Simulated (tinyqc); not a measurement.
Sp3 tight binding, zinc-blende lattice, step by step. Computed by tinyqc, a small Python program that keeps every step. Command: `OMP_NUM_THREADS=1 python tinyqc.py 31179 31180 out.jsonl` (the two numbers bound the seeds that draw the settings). One thread of a shared host (Intel(R) Xeon(R) Processor @ 2.60GHz), about 0.01 s of CPU time with the checks.

## Bloch Hamiltonian at k

Parameters chosen for this model: zinc-blende lattice, anion at 0, cation at a/4 (1,1,1); V = eta hbar^2 / (m d^2), hbar^2/m = 7.619964 eV angstrom^2:
```
parameter          value      unit
a               4.090000  angstrom
d               1.771022  angstrom
Es anion      -14.140000        eV
Ep anion       -8.920000        eV
Es cation     -10.210000        eV
Ep cation      -6.860000        eV
eta ss         -1.320000
eta sp          1.420000
eta pp sigma    2.220000
eta pp pi      -0.630000
V ss           -3.206852        eV
V sp            3.449796        eV
V pp sigma      5.393343        eV
V pp pi        -1.530543        eV
```

k point k (2 pi / a): -0.72000  0.76000  -0.22000

Slater-Koster rules over the four bonds with direction cosines (l, m, n): ss V_ss; s-px l V_sp; px-s -l V_sp; px-px l^2 V_pps + (1 - l^2) V_ppp; px-py l m (V_pps - V_ppp); each times exp(i k.d).

H(k) at k (eV):
```
                    a s               a px              a py               a pz
a s           -14.14000            0.00000           0.00000            0.00000
a px            0.00000           -8.92000           0.00000            0.00000
a py            0.00000            0.00000          -8.92000            0.00000
a pz            0.00000            0.00000           0.00000           -8.92000
c s   -1.89170-3.65550i  -1.06836-2.49682i  0.89891+2.96750i  -6.30625-0.42300i
c px   1.06836+2.49682i   0.45859+0.88618i  7.30748+0.49015i  -1.04163-3.43864i
c py  -0.89891-2.96750i   7.30748+0.49015i  0.45859+0.88618i   1.23799+2.89323i
c pz   6.30625+0.42300i  -1.04163-3.43864i  1.23799+2.89323i   0.45859+0.88618i

                    c s               c px               c py               c pz
a s   -1.89170+3.65550i   1.06836-2.49682i  -0.89891+2.96750i   6.30625-0.42300i
a px  -1.06836+2.49682i   0.45859-0.88618i   7.30748-0.49015i  -1.04163+3.43864i
a py   0.89891-2.96750i   7.30748-0.49015i   0.45859-0.88618i   1.23799-2.89323i
a pz  -6.30625+0.42300i  -1.04163+3.43864i   1.23799-2.89323i   0.45859-0.88618i
c s           -10.21000            0.00000            0.00000            0.00000
c px            0.00000           -6.86000            0.00000            0.00000
c py            0.00000            0.00000           -6.86000            0.00000
c pz            0.00000            0.00000            0.00000           -6.86000
```

## Levels at k

Diagonalise the Hermitian matrix.

eigenvalues (eV): -20.50442  -18.11872  -15.87504  -15.72190  -2.14147  -1.25505  0.08451  1.84209

weights |c|^2 of the basis functions:
```
       band 1   band 2   band 3   band 4   band 5   band 6   band 7   band 8
a s   0.57564  0.03974  0.00720  0.06448  0.15954  0.13843  0.00042  0.01454
a px  0.00163  0.19919  0.20100  0.14999  0.00643  0.04092  0.22860  0.17224
a py  0.00079  0.19638  0.33293  0.01736  0.01042  0.07079  0.20508  0.16626
a pz  0.05497  0.09784  0.02274  0.32671  0.21692  0.18506  0.00133  0.09444
c s   0.20263  0.16693  0.01424  0.13418  0.18988  0.26649  0.00068  0.02497
c px  0.02234  0.12958  0.19275  0.08340  0.01480  0.04929  0.29867  0.20916
c py  0.02239  0.13773  0.21870  0.04259  0.02464  0.08666  0.26362  0.20367
c pz  0.11963  0.03261  0.01045  0.18127  0.37738  0.16235  0.00160  0.11471
```

## Bloch Hamiltonian at G

k point G (2 pi / a): 0  0  0

As before.

H(k) at G (eV):
```
            a s      a px      a py      a pz        c s      c px      c py      c pz
a s   -14.14000   0.00000   0.00000   0.00000  -12.82741   0.00000   0.00000   0.00000
a px    0.00000  -8.92000   0.00000   0.00000    0.00000   3.10967   0.00000   0.00000
a py    0.00000   0.00000  -8.92000   0.00000    0.00000   0.00000   3.10967   0.00000
a pz    0.00000   0.00000   0.00000  -8.92000    0.00000   0.00000   0.00000   3.10967
c s   -12.82741   0.00000   0.00000   0.00000  -10.21000   0.00000   0.00000   0.00000
c px    0.00000   3.10967   0.00000   0.00000    0.00000  -6.86000   0.00000   0.00000
c py    0.00000   0.00000   3.10967   0.00000    0.00000   0.00000  -6.86000   0.00000
c pz    0.00000   0.00000   0.00000   3.10967    0.00000   0.00000   0.00000  -6.86000
```

## Levels at G

As before.

eigenvalues (eV): -25.15204  -11.16582  -11.16582  -11.16582  -4.61418  -4.61418  -4.61418  0.80204

## Bands along a path

The same steps at evenly spaced points between the labelled ones.

Bands along the path (eV):
```
k            band 1     band 2     band 3     band 4    band 5    band 6    band 7   band 8
L         -21.21969  -19.03509  -14.14613  -14.14613  -2.02968  -1.63387  -1.63387  2.15447
L-G 0.25  -22.31845  -17.62009  -13.80430  -13.80430  -1.97570  -1.97570  -1.91250  1.72104
L-G 0.50  -23.76257  -15.18271  -12.88350  -12.88350  -2.89650  -2.89650  -2.08008  0.89537
L-G 0.75  -24.78444  -12.59177  -11.74892  -11.74892  -4.03108  -4.03108  -3.47364  0.71985
G         -25.15204  -11.16582  -11.16582  -11.16582  -4.61418  -4.61418  -4.61418  0.80204
G-X 0.25  -24.65846  -12.55862  -12.55862  -11.73522  -4.38364  -3.22138  -3.22138  0.64732
G-X 0.50  -23.24874  -14.85487  -14.85487  -13.32475  -3.72631  -0.92513  -0.92513  0.16981
G-X 0.75  -21.14555  -16.56311  -16.56311  -15.60162  -2.75854  -0.62430   0.78311  0.78311
X         -19.25911  -17.55803  -17.17913  -17.17913  -1.74089  -1.57197   1.39913  1.39913
X-W 0.25  -19.25911  -17.55803  -17.17913  -17.17913  -1.74089  -1.57197   1.39913  1.39913
X-W 0.50  -19.25911  -17.55803  -17.17913  -17.17913  -1.74089  -1.57197   1.39913  1.39913
X-W 0.75  -19.25911  -17.55803  -17.17913  -17.17913  -1.74089  -1.57197   1.39913  1.39913
W         -19.25911  -17.55803  -17.17913  -17.17913  -1.74089  -1.57197   1.39913  1.39913
```

With 4 band(s) filled, the highest filled level on these points lies at G and the lowest empty one at G: a gap of 6.5516 eV, direct.
